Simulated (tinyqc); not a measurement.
Inside a calculation: heavy doping: gap narrowing, degeneracy and the minority density. Values are carried at full precision from step to step, so a last printed digit may differ when a step is redone from the rounded ones.

Empirical narrowing (Slotboom form, constants chosen for the exercise; published fits of this form give the apparent narrowing, here it is taken as the true one): dEg = E0 [ln(N/N0) + sqrt(ln(N/N0)^2 + C)].

Constants: kB = 8.617333262e-05 eV/K; e^2/(4 pi eps0) = 14.39964547 eV angstrom.

Inputs chosen for the exercise (gap and densities of states near those of GaAs at this temperature; narrowing constants of the size fitted for Si, not for this material; not measured data):
```
symbol  value     unit    meaning
N       1e+18     1/cm^3  ionised donors, equal to the majority density
E0      9.12      meV     narrowing scale
N0      9.1e+16   1/cm^3  onset density
C       0.5               smoothing constant
Nc      5.56e+17  1/cm^3  conduction-band density of states
Eg      1.397     eV      gap
Nv      1.16e+19  1/cm^3  valence-band density of states
T       350       K
eps     12.8              dielectric constant
Mv      1                 majority valleys
```

## Gap narrowing

Evaluate at N.

ln(N/N0) = 2.3969
dEg (empirical fit) = 44.65 meV

Well above N0 each decade of doping adds 2 E0 ln 10 = 42.0 meV.

## Degeneracy of the majority band

F_j(eta) = (1/Gamma(j + 1)) integral_0^infinity x^j dx/(1 + exp(x - eta)), which tends to exp(eta) for eta << 0.

Majority: N = Nc F_1/2(eta), eta the distance of EF beyond the majority band edge in kT. Degeneracy factor gam = F_1/2(eta)/exp(eta). ni0^2 = Nc Nv exp(-Eg/kT); product n p = ni0^2 gam exp(dEg/kT), dEg the true narrowing; apparent narrowing dEa = dEg + kT ln gam; minority density = n p/N.

Solve for eta and form gam.

N/Nc = 1.799
eta = 1.2077
gam = 0.5376

## Product and minority density

Combine both effects.

ni0 = 2.22e+08 1/cm^3
exp(dEg/kT) = 4.39
dEa = 25.9 meV
sqrt(n p) = 3.42e+08 1/cm^3
minority density = 0.117 1/cm^3

Narrowing multiplies the product by 4.39 and degeneracy by 0.538; together they change the minority density by a factor 2.36 against ni0^2/N.

## Two estimates of the size

Two physical estimates, e2 = e^2/(4 pi eps0), N in 1/angstrom^3: exchange shift at the Fermi level, Ex = (e2/eps) kF/pi with kF = (3 pi^2 N/Mv)^(1/3); screened-pair energy (Lanyon-Tuft), Es = (3/4)(e2/eps) qs with qs^2 = (4 pi e2 N/(eps kT)) F_-1/2(eta)/F_1/2(eta).

Evaluate both at N.

kF = 0.03094 1/angstrom
Ex = 11.08 meV
Es = 14.41 meV

Against the fitted dEg = 44.7 meV, Ex is 0.25 and Es 0.32 times as large; each keeps one mechanism only, and Ex assumes a strongly degenerate gas, while here eta is only 1.21.

## Checks

- Minority density against the Boltzmann occupation of the other band at the narrowed gap (1/cm^3): both 0.1167.

(tinyqc, `OMP_NUM_THREADS=1 python tinyqc.py 1651293 1651294 out.jsonl`, Intel(R) Xeon(R) Processor @ 2.30GHz, 1 thread, shared host, about 0.01 s.)
